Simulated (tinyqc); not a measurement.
Bias-temperature instability from a Gaussian distribution of capture and emission barriers: one step, computed by the program tinyqc.

Each trap has a capture time tau_0 exp(E_c/(k_B T)) under stress and an emission time tau_0 exp(E_e/(k_B T)) after it. E_c is Gaussian, and E_e = E_c + d with d Gaussian and independent. A trap counts as filled once t_s exceeds its capture time and as emptied once t_r exceeds its emission time.

Task: Recovery. Demarcation energies E_s = k_B T ln(t_s/tau_0), E_r = k_B T ln(t_r/tau_0); mean barrier mu = mu_c - k_F F; z = (E_s - mu)/sigma_c; Phi is the standard normal distribution. Temperatures in kelvin are T(C) + 273.15. Remaining shift dV = V_max int_(-infinity)^(E_s) g(E_c) [1 - Phi((E_r - E_c - delta)/sigma_d)] dE_c, g the Gaussian density of E_c (Gauss-Legendre, 120 points over 7 sigma_c below E_s).

Inputs (values chosen for the exercise, for a model p-channel transistor):
```
quantity                                      value  unit
shift with all traps filled V_max               390    mV
spread of capture barriers sigma_c             0.24    eV
mean of E_e - E_c at the stress field, delta  -0.39    eV
spread of E_e - E_c, sigma_d                   0.21    eV
time constant tau_0                           2e-10     s
temperature T                                    60     C
stress time t_s                               20000     s
recovery time t_r                              0.05     s
```

mean barrier mu = 1.3745 eV

shift without recovery dV0 = 11.96200 mV

Constants: k_B = 8.617333262e-05 eV/K.

Give: E_r; remaining shift dV; remaining share dV/dV0.

Result:

E_r = 0.5551 eV

remaining shift dV = 3.722 mV

remaining share dV/dV0 = 0.3112

A measurement delay of t_r hides 69 % of the shift.
